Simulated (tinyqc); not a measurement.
Floating body of a partially depleted SOI transistor: body voltage and kink: one step of the calculation.

Source at 0 V. Channel current Ic = 2 nf K Vt^2 [F(0) - F(Vd)](1 + la Vd), F(V) = ln^2(1 + exp((Vg - VT - nf V)/(2 nf Vt))), VT = VT0 - gb Vb. Saturation voltage Vs = 2 Vt sqrt(F(0)) + 3 Vt, excess Ve = (Vd - Vs + sqrt((Vd - Vs)^2 + 0.0004 V^2))/2, multiplication M1 = Ai Ve exp(-Bl/Ve). Each junction passes D(v) = J1 (exp(v/Vt) - 1) + J2 (exp(v/(2 Vt)) - 1). Bipolar current Ib = bb J1 (exp(Vb/Vt) - 1). The body settles where M1 (Ic + Ib) = D(Vb) + D(Vb - Vd) + Vb/Rb; drain current Id = (1 + M1)(Ic + Ib) - D(Vb - Vd).

Question. New Vb. Current into the body I_in = M1 (Ic + Ib) - D(Vb - Vd), current out I_out = D(Vb) + Vb/Rb; f = ln(I_in/I_out), s = df/dVb by central differences over 1e-5 V, Vb(new) = Vb - f/s.

Inputs (values chosen for the exercise); values of the order met in partially depleted silicon-on-insulator transistors:
- T = 330 K (temperature)
- VT0 = 0.45 V (threshold at zero body voltage)
- gb = 0.31 (fall of the threshold per volt of body voltage)
- nf = 1.19 (slope factor)
- K = 100 uA/(V^2 um) (gain factor per width)
- la = 0.05 1/V (channel-length modulation factor)
- Ai = 3.11 1/V (impact-ionisation prefactor)
- Bl = 7.4 V (impact-ionisation voltage)
- J1 = 1e-12 uA/um (diffusion saturation current of each junction)
- J2 = 1.5e-7 uA/um (recombination saturation current of each junction)
- bb = 0.5 (gain of the lateral bipolar transistor on the diffusion current)
- Rb = 2e5 kohm um (resistance of a weak body tie to the source (1e9 stands for no tie, and the term is then dropped))
- Vg = 0.52 V (gate voltage)
- Vd = 1.4 V (drain voltage)

Constants: q = 1.602176634e-19 C, kB = 1.380649e-23 J/K, Vt = kB T/q. Results are converted to the units shown.

Vb at the start = 0.71 V

Wanted: Ic; Ve; M1; I_in; I_out; f; s; Vb after iteration 1.

Answer.

Ic = 3.8077 uA/um
Ve = 1.0702 V
M1 = 0.0033062
I_in = 0.012704 uA/um
I_out = 0.11284 uA/um
f = -2.1840
s = -27.432 1/V
Vb after iteration 1 = 0.63039 V

Range of the model: The multiplication law is an empirical form chosen for the exercise; self-heating and capacitive coupling to the body are left out, and the linear laws are rough once Vb passes about 0.7 V or M1 about 0.1.

Numbers from tinyqc (`OMP_NUM_THREADS=1 python tinyqc.py 2182139 2182140 out.jsonl`; about 0.2 s on one thread of a shared Intel Xeon 2.30GHz).
